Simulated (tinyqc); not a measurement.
What moves the efficiency: defect, radiative and Auger recombination at equal electron and hole densities (ABC model).

J/(e d) = Ae n + B n^2 + C n^3 with Ae = A + 4 S/w (four side walls, carriers spread evenly), e = 1.602176634e-19 C, lengths in cm; internal efficiency IQE = B n^2/(Ae n + B n^2 + C n^3); all injected carriers recombine in the layer.

Values chosen for the exercise (orders of magnitude like those quoted for InP; not measured data):
- A = 20000000 1/s (defect rate)
- B = 1.4e-10 cm^3/s (radiative coefficient)
- C = 6.5e-31 cm^6/s (Auger coefficient)
- S = 0 cm/s (recombination velocity of the side walls)
- w = 4.9 micrometre (side of the square mesa)
- d = 180 nm (active thickness)
- J = 380000 A/cm^2 (current density)

IQE_max = Q/(Q + 2) with Q = B/sqrt(Ae C), reached at n = sqrt(Ae/C).

One parameter was then changed.

Results before and after:

| case | n (1/cm^3) | IQE | IQE_max | J at the peak (A/cm^2) |
|---|---|---|---|---|
| base | 2.875e+19 | 0.8784 | 0.9510 | 1.31e+04 |
| changed | 2.066e+19 | 0.9068 | 0.9510 | 2.61e+04 |

Which of these changes was made? (a) B = 2.1e-10 cm^3/s; (b) C = 1.3e-30 cm^6/s; (c) J = 1140000 A/cm^2; (d) A = 40000000 1/s; (e) d = 360 nm.

Answer: (e) d = 360 nm. Of the candidates, run in turn, only this one gives the changed row.

All candidates:

| case | n (1/cm^3) | IQE | IQE_max | J at the peak (A/cm^2) |
|---|---|---|---|---|
| base | 2.875e+19 | 0.8784 | 0.9510 | 1.31e+04 |
| A = 40000000 1/s | 2.869e+19 | 0.8748 | 0.9321 | 2.67e+04 |
| B = 2.1e-10 cm^3/s | 2.412e+19 | 0.9271 | 0.9668 | 1.93e+04 |
| C = 1.3e-30 cm^6/s | 2.734e+19 | 0.7942 | 0.9321 | 6.66e+03 |
| d = 360 nm | 2.066e+19 | 0.9068 | 0.9510 | 2.61e+04 |
| J = 1140000 A/cm^2 | 4.799e+19 | 0.8158 | 0.9510 | 1.31e+04 |

Computed by tinyqc, a small Python program: `OMP_NUM_THREADS=1 python tinyqc.py 1651564 1651565 out.jsonl` (the numbers bound the seed that draws the inputs); one thread of a shared host (Intel(R) Xeon(R) Processor @ 2.30GHz), about 0.01 s for the whole set of steps.
